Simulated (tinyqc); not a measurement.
What moves the results: Shockley-Read-Hall recombination through one deep level. A value that a table varies takes the place of the one given here.

One level at Et with degeneracy 1: tn = 1/(sn vth Nt), tp = 1/(sp_ vth Nt), n1 = Nc exp((Et - Eg)/kT), p1 = Nv exp(-Et/kT), ni^2 = n1 p1. Equilibrium p0 = Nm, n0 = ni^2/Nm; n = n0 + dn, p = p0 + dn. U = (n p - ni^2)/(tp (n + n1) + tn (p + p1)), lifetime dn/U; emission rates en = sn vth n1, ep = sp_ vth p1.

Constants: kB = 8.617333262e-05 eV/K.

Inputs chosen for the exercise (gap and densities of states near those of GaAs at this temperature; shifted at random, so the results belong to these values and not to a real crystal): E1 = 0.286 eV (level (0/-1) above Ev); E2 = 0.753 eV (level (-1/-2) above Ev); gm = 2 (degeneracy of the middle state, the others 1); T = 400 K; Eg = 1.383 eV (gap); Nc = 6.85e+17 1/cm^3 (conduction-band density of states); Nv = 1.42e+19 1/cm^3 (valence-band density of states); Nd = -1.7e+14 1/cm^3 (ionised shallow donors minus acceptors); Et = 0.753 eV (recombination level above Ev); Nt = 3.3e+14 1/cm^3 (defects); sn = 3.8e-16 cm^2 (electron capture cross-section); sp_ = 1.1e-15 cm^2 (hole capture cross-section); vth = 14000000 cm/s (thermal velocity, both carriers); Nm = 3.3e+15 1/cm^3 (equilibrium holes for the lifetime steps); dn = 2.2e+14 1/cm^3 (excess pairs).

## Charge state against the Fermi level (deep level with several charge states)

Energies from Ev. The defect has charge states 0, -1, -2 with weights 1, gm exp((EF - E1)/kT), exp((2 EF - E1 - E2)/kT); the shares are the weights over their sum. Boltzmann carriers: n = Nc exp((EF - Eg)/kT), p = Nv exp(-EF/kT). Neutrality: p - n + Nd + Nt <q> = 0.

Shares:

| EF (eV) | 0 | -1 | -2 | <q> |
|---|---|---|---|---|
| 0.083 | 0.994 | 0.006 | 0.000 | -0.006 |
| 0.194 | 0.878 | 0.122 | 0.000 | -0.122 |
| 0.304 | 0.229 | 0.771 | 0.000 | -0.771 |
| 0.415 | 0.012 | 0.988 | 0.000 | -0.988 |
| 0.526 | 0.000 | 0.999 | 0.001 | -1.000 |
| 0.636 | 0.000 | 0.983 | 0.017 | -1.016 |
| 0.747 | 0.000 | 0.704 | 0.296 | -1.296 |
| 0.857 | 0.000 | 0.089 | 0.911 | -1.911 |
| 0.968 | 0.000 | 0.004 | 0.996 | -1.996 |
| 1.079 | 0.000 | 0.000 | 1.000 | -2.000 |
| 1.189 | 0.000 | 0.000 | 1.000 | -2.000 |
| 1.300 | 0.000 | 0.000 | 1.000 | -2.000 |

Where the levels are several kT apart the middle state rules between about E1 - kT ln gm = 0.262 and E2 + kT ln gm = 0.777 eV; its largest share listed is 0.999. Each step spreads from 10 % to 90 % over 4.4 kT = 0.151 eV.

## Defects against doping (deep level with several charge states)

Nt takes the listed multiples of |Nd|; the resistivity uses mobilities of 1000 (electrons) and 300 (holes) cm^2/(V s), chosen for the exercise, and e = 1.602176634e-19 C.

Neutral state:

| Nt/\|Nd\| | EF (eV) | n (1/cm^3) | p (1/cm^3) | rho (ohm cm) |
|---|---|---|---|---|
| 0.01 | 0.3903 | 2.13e+05 | 1.72e+14 | 121 |
| 0.10 | 0.3874 | 1.96e+05 | 1.87e+14 | 112 |
| 0.30 | 0.3818 | 1.67e+05 | 2.19e+14 | 94.8 |
| 0.60 | 0.3749 | 1.36e+05 | 2.68e+14 | 77.6 |
| 0.90 | 0.3692 | 1.16e+05 | 3.16e+14 | 65.7 |
| 1.10 | 0.3659 | 1.05e+05 | 3.48e+14 | 59.7 |
| 1.50 | 0.3602 | 8.89e+04 | 4.11e+14 | 50.6 |
| 3.00 | 0.3451 | 5.73e+04 | 6.38e+14 | 32.6 |
| 10.00 | 0.3142 | 2.34e+04 | 1.56e+15 | 13.3 |

EF goes from 0.390 to 0.314 eV and the resistivity from 121 to 13.3 ohm cm, with a largest value of 121. The largest move of EF, -0.031 eV, comes between Nt/|Nd| = 3 and 10; the levels lie at 0.286 and 0.753 eV. A defect can take up to two electrons but give none, so it adds holes rather than removing them.

## Lifetime against injection

Recombination:

| dn (1/cm^3) | lifetime (microsecond) | U (1/(cm^3 s)) |
|---|---|---|
| 1.0e+11 | 0.5696 | 1.76e+17 |
| 1.0e+12 | 0.5697 | 1.76e+18 |
| 1.0e+13 | 0.5702 | 1.75e+19 |
| 1.0e+14 | 0.5754 | 1.74e+20 |
| 1.0e+15 | 0.6154 | 1.63e+21 |
| 1.0e+16 | 0.7176 | 1.39e+22 |
| 1.0e+17 | 0.7601 | 1.32e+23 |
| 1.0e+18 | 0.7657 | 1.31e+24 |

The lifetime rises from 0.5696 to 0.7657 microsecond; tn + tp = 0.7664. At low injection it is tn (1 + p1/p0) + tp n1/p0 with n1/Nm = 2.4e-06 and p1/Nm = 1.4e-06: re-emission is negligible, so minority capture alone counts. Auger and radiative paths are left out; they cut in at the highest injections, and in a doped direct-gap crystal the radiative one counts at all injections. dn = dp neglects trapped charge, which matters where the traps hold a charge comparable with dn, at low injection and with very unequal cross sections.

## Where a level does most harm

Et takes the values listed; G = Nt en ep/(en + ep) in a depleted region; the lifetime is for dn = 1e11 1/cm^3.

Results:

| Et (eV) | lifetime (microsecond) | G (1/(cm^3 s)) |
|---|---|---|
| 0.083 | 221 | 5.02e+07 |
| 0.194 | 9.38 | 1.26e+09 |
| 0.304 | 0.932 | 3.06e+10 |
| 0.415 | 0.584 | 7.65e+11 |
| 0.526 | 0.570 | 1.92e+13 |
| 0.636 | 0.570 | 4.66e+14 |
| 0.747 | 0.570 | 8.23e+15 |
| 0.857 | 0.570 | 1.15e+15 |
| 0.968 | 0.570 | 4.59e+13 |
| 1.079 | 0.576 | 1.83e+12 |
| 1.189 | 0.716 | 7.54e+10 |
| 1.300 | 4.25 | 3.01e+09 |

Generation peaks where en = ep, at Eg/2 + (kT/2) ln(sp_ Nv/(sn Nc)) = 0.762 eV; the largest value listed is at 0.747 eV, and G falls by a decade for each 0.079 eV away from the peak. The lifetime is within a factor 2 of its minimum, 0.57 microsecond, from 0.304 to 1.189 eV: recombination tolerates a wide range of Et, generation a narrow one.

## What moves lifetime and leakage

G = Nt en ep/(en + ep). Each row changes one parameter from the base and keeps the others.

Results:

| case | lifetime (microsecond) | G (1/(cm^3 s)) |
|---|---|---|
| base | 0.5819 | 8.73e+15 |
| Et = 0.793 eV | 0.5819 | 6.31e+15 |
| sn = 7.6e-16 cm^2 | 0.2971 | 1.27e+16 |
| sp_ = 2.2e-15 cm^2 | 0.5758 | 1.07e+16 |
| Nt = 1.65e+14 1/cm^3 | 1.164 | 4.36e+15 |
| Nm = 9.9e+15 1/cm^3 | 0.5739 | 8.73e+15 |
| dn = 6.6e+14 1/cm^3 | 0.6024 | 8.73e+15 |

The largest shifts from the base row, up to three for each result and ties (the steps differ in size, so this ranks the rows, not the parameters). lifetime (microsecond): Nt +0.582, sn -0.285, dn +0.0205; unchanged at the printed digits by Et. G (1/(cm^3 s)): Nt -4.36e+15, sn +4.00e+15, Et -2.41e+15; unchanged at the printed digits by Nm and dn.

Program tinyqc; command `OMP_NUM_THREADS=1 python tinyqc.py 1682636 1682637 out.jsonl`; about 0.01 s on one thread of a shared Intel(R) Xeon(R) Processor @ 2.30GHz.
